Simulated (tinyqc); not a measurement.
Bloch-Grueneisen resistivity of a metal: one step, computed by the program tinyqc.

Electrons scatter from a Debye spectrum of phonons (n = 5 for scattering within one band, n = 3 for scattering into a second, heavy band) and from static defects.

Problem. Total resistivity and derived numbers. J_n(y) = int_0^y x^n e^x/(e^x - 1)^2 dx, by 96 Gauss-Legendre points (upper limit at most 60). rho_ph = (n - 1) rho_1 (T/Theta)^n J_n(Theta/T), with rho_1 = 2 pi lambda_tr k_B Theta/(hbar eps_0 w_p^2), the high-temperature line at T = Theta. Matthiessen's rule: rho = rho_0 + rho_ph. Temperature coefficient (1/rho) d rho/dT by a central difference of +/- 0.5 K; residual ratio rho(295 K)/rho(4.2 K); scattering time tau = 1/(eps_0 w_p^2 rho); Wiedemann-Franz kappa = L_0 T/rho, L_0 = (pi^2/3)(k_B/e)^2.

Inputs (values chosen for the exercise, modelled on molybdenum):
```
quantity                      value         unit
exponent n                        3            -
Debye temperature Theta         374            K
transport coupling lambda_tr   0.39            -
Drude plasma energy hbar w_p    8.9           eV
residual resistivity rho_0    0.059  microohm cm
temperature T                   295            K
```

Addition: none.

Constants: k_B = 1.380649e-23 J/K; hbar = 1.054571817e-34 J s; eps_0 = 8.8541878128e-12 F/m; hbar = 6.582119569e-16 eV s; k_B = 8.617333262e-05 eV/K.

Give: resistivity rho; temperature coefficient; residual resistance ratio; scattering time; Wiedemann-Franz conductivity.

Solution.

resistivity rho = 5.534 microohm cm

temperature coefficient = 3.785 1e-3/K

residual resistance ratio = 93.55

scattering time = 11.16 fs

Wiedemann-Franz conductivity = 130.2 W/(m K)

The coefficient is 1.12 times 1/T; it exceeds 1/T because the phonon part, extended linearly, meets zero above T = 0.
